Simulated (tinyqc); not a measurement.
Worked calculation: power iteration on a symmetric matrix. Computed by tinyqc, a small Python program that keeps every step. Settings: method = power, shift = -0.5. Command: `OMP_NUM_THREADS=1 python tinyqc.py 20533 20534 out.jsonl` (the two numbers bound the seeds that draw the settings). One thread of a shared host (Intel(R) Xeon(R) Processor @ 2.60GHz), about 0.01 s of CPU time with the checks.

A, lower triangle:
```
           1          2          3         4         5
1   1.083000
2   0.136000   1.348000
3  -0.569000  -0.139000   2.861000
4  -0.595000  -0.312000  -0.614000  2.934000
5   0.148000   0.471000   0.028000  0.061000  3.641000
```

Stop when the residual |A v - lambda v| is below 1e-9.

Steps:

| step | lambda | residual |
|---|---|---|
| 1 | 3.19281083 | 1.01e+00 |
| 2 | 3.58730996 | 4.73e-01 |
| 3 | 3.67175593 | 2.82e-01 |
| 4 | 3.70419646 | 2.05e-01 |
| 5 | 3.72181829 | 1.57e-01 |
| 6 | 3.73222173 | 1.22e-01 |
| 7 | 3.73843682 | 9.42e-02 |
| 8 | 3.74214583 | 7.27e-02 |
| 9 | 3.74435472 | 5.61e-02 |
| 10 | 3.74566893 | 4.33e-02 |
| 11 | 3.74645111 | 3.34e-02 |
| 12 | 3.74691746 | 2.58e-02 |
| 13 | 3.74719644 | 2.00e-02 |
| 14 | 3.74736424 | 1.56e-02 |
| 15 | 3.74746601 | 1.22e-02 |
| 16 | 3.74752847 | 9.61e-03 |
| 17 | 3.74756747 | 7.66e-03 |
| 18 | 3.74759238 | 6.19e-03 |
| 19 | 3.74760877 | 5.09e-03 |
| 20 | 3.74761996 | 4.27e-03 |
| 21 | 3.74762792 | 3.66e-03 |
| 22 | 3.74763384 | 3.21e-03 |
| 23 | 3.74763842 | 2.86e-03 |
| 24 | 3.74764209 | 2.60e-03 |
| 25 | 3.74764514 | 2.39e-03 |
| 26 | 3.74764772 | 2.21e-03 |
| 27 | 3.74764995 | 2.07e-03 |
| 28 | 3.74765190 | 1.94e-03 |
| 29 | 3.74765361 | 1.82e-03 |
| 30 | 3.74765513 | 1.72e-03 |

Can the last value be used, and what does the course show?

Not by the stop rule, although the second column moves by less than 1e-05 over the last three steps. Not converged in 30 steps: the residual falls only by the ratio of the two largest distances of eigenvalues from the shift, 0.95 a step. all eigenvalues, for comparison: 0.651729  1.179804  2.765070  3.522729  3.747668.
